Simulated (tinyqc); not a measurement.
Worked calculation: standing waves and exposure in a photoresist film. Values are carried at full precision from step to step, so a last printed digit may differ when a step is redone from the rounded ones.

Normal incidence from air. Unexposed resist: N1 = n1 + i k1 with k1 = (A + B) lam/(4 pi), lam in micrometres. r01 = (1 - N1)/(1 + N1), t01 = 2/(1 + N1). Below the resist lie the layer Na = na + i ka and the substrate Ns = ns + i ks: r12 = (r1a + ras x)/(1 + r1a ras x), x = exp(4 pi i Na da/lam), r1a = (N1 - Na)/(N1 + Na), ras = (Na - Ns)/(Na + Ns). With p = exp(2 pi i N1 d/lam), the field at depth z is E(z) = t01 [exp(2 pi i N1 z/lam) + r12 p^2 exp(-2 pi i N1 z/lam)]/(1 + r01 r12 p^2), the relative intensity I(z) = n1 |E(z)|^2 and the reflectance R = |(r01 + r12 p^2)/(1 + r01 r12 p^2)|^2.

Inputs chosen for the exercise (a resist on Cu, indices near tabulated ones; the results hold for these values, not for the real material):
```
symbol  value  unit          meaning
lam     248    nm            vacuum wavelength
n1      1.782                resist index
A       0.04   1/micrometre  bleachable absorption (Dill A)
B       0.62   1/micrometre  fixed absorption (Dill B)
d       376    nm            resist thickness
ns      1.465                substrate n
ks      1.77                 substrate k
na      1.803                n of the bottom antireflection layer
ka      0.446                its k
da      74     nm            its thickness
C       0.019  cm^2/mJ       exposure rate (Dill C)
D       30     mJ/cm^2       incident dose
Ld      30     nm            diffusion length of the post-exposure bake
```

## Interface coefficients

Form N1, r01, t01 and r12.

N1 = 1.78200+0.01303i
r01 = -0.2811-0.0034i
t01 = 0.7189-0.0034i
r12 = -0.0126-0.1839i
|r12|^2 = 0.0340

Next to the bottom the intensity swings by a factor ((1 + |r12|)/(1 - |r12|))^2 = 2.11 between antinode and node; without the layer |r12|^2 would be 0.2323.

## Round trip and reflectance

Form p^2, the denominator and R; the period of the standing wave is lam/(2 n1).

p^2 = -0.6411+0.4447i
1 + r01 r12 p^2 = 0.9751-0.0319i
R = 0.0509
period = 69.58 nm

The film holds 5.40 periods.

## Intensity and exposure over the lowest period

Nine depths from d - period to d. Without bleaching during the exposure the share of unexposed compound is m = exp(-C D I).

Profile:
```
z (nm)      I      m
306.4   0.796  0.635
315.1   0.601  0.710
323.8   0.528  0.740
332.5   0.619  0.703
341.2   0.817  0.628
349.9   1.003  0.565
358.6   1.067  0.544
367.3   0.968  0.576
376.0   0.762  0.648
```

I runs from 0.528 to 1.067 on these points, so m runs from 0.544 to 0.740; the least exposed point listed lies 52.2 nm above the bottom.

## Smoothing by the bake

Gaussian diffusion of length Ld multiplies a cosine of period L by exp(-2 pi^2 Ld^2/L^2). Give that factor, and the Ld that leaves 10 %.

factor = 0.0255
Ld for 10 % = 23.77 nm

## Checks

- R against the transfer-matrix product: both 0.050886.

Program tinyqc; command `OMP_NUM_THREADS=1 python tinyqc.py 1681697 1681698 out.jsonl`; about 0.01 s on one thread of a shared Intel(R) Xeon(R) Processor @ 2.30GHz.
